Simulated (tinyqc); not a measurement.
Buckled dimers of a reconstructed (001) surface, two dangling bonds a dimer: one step. An isolated dimer. Five cases, with inputs chosen for the exercise.

Question. For ta = tx = 0, W = -2 sqrt(tp^2 + (gm z)^2) + kf z^2. It buckles if gm^2/kf > tp; then sqrt(tp^2 + (gm z)^2) = gm^2/kf, the gap is twice that, and the gain is (gm^2/kf - tp)^2 kf/gm^2.

Give: gm^2/kf; buckling z; gap; gain.

Case 1.

Values chosen (out of a larger set: of the size met on diamond (001); not measured data):
- tp = 1.1 eV (pi coupling inside a dimer)
- gm = 2.14 eV/angstrom (shift of a dangling bond with height)
- kf = 9.9 eV/angstrom^2 (force constant of buckling)

Answer.

gm^2/kf = 0.4626 eV
buckling z = 0.0000 angstrom
gap = 2.2000 eV
gain = 0.0000 eV

The pi bond is strong enough to keep the dimer flat.

Case 2.

Values chosen (out of a larger set: of the size met on Si(001); not measured data):
- tp = 0.21 eV (pi coupling inside a dimer)
- gm = 2.28 eV/angstrom (shift of a dangling bond with height)
- kf = 9.9 eV/angstrom^2 (force constant of buckling)

Answer.

gm^2/kf = 0.5251 eV
buckling z = 0.2111 angstrom
gap = 1.0502 eV
gain = 0.1891 eV

The pi bond is too weak to resist: the dimer tilts and charge moves to the up atom.

Case 3.

Values chosen (out of a larger set: of the size met on Si(001); not measured data):
- tp = 0.33 eV (pi coupling inside a dimer)
- gm = 1.72 eV/angstrom (shift of a dangling bond with height)
- kf = 3.9 eV/angstrom^2 (force constant of buckling)

Answer.

gm^2/kf = 0.7586 eV
buckling z = 0.3971 angstrom
gap = 1.5171 eV
gain = 0.2421 eV

The pi bond is too weak to resist: the dimer tilts and charge moves to the up atom.

Case 4.

Values chosen (out of a larger set: of the size met on Si(001); not measured data):
- tp = 0.4 eV (pi coupling inside a dimer)
- gm = 2.23 eV/angstrom (shift of a dangling bond with height)
- kf = 9 eV/angstrom^2 (force constant of buckling)

Answer.

gm^2/kf = 0.5525 eV
buckling z = 0.1709 angstrom
gap = 1.1051 eV
gain = 0.0421 eV

The pi bond is too weak to resist: the dimer tilts and charge moves to the up atom.

Case 5.

Values chosen (out of a larger set: of the size met on diamond (001); not measured data):
- tp = 0.97 eV (pi coupling inside a dimer)
- gm = 1.62 eV/angstrom (shift of a dangling bond with height)
- kf = 3.6 eV/angstrom^2 (force constant of buckling)

Answer.

gm^2/kf = 0.7290 eV
buckling z = 0.0000 angstrom
gap = 1.9400 eV
gain = 0.0000 eV

The pi bond is strong enough to keep the dimer flat.

Computed by tinyqc, one run a case: `OMP_NUM_THREADS=1 python tinyqc.py N N+1 out.jsonl` with N = 1450202, 1450347, 1450384, 1450442, 1450654; one thread of a shared Intel(R) Xeon(R) Processor @ 2.30GHz, about 0.05 s a run at most.
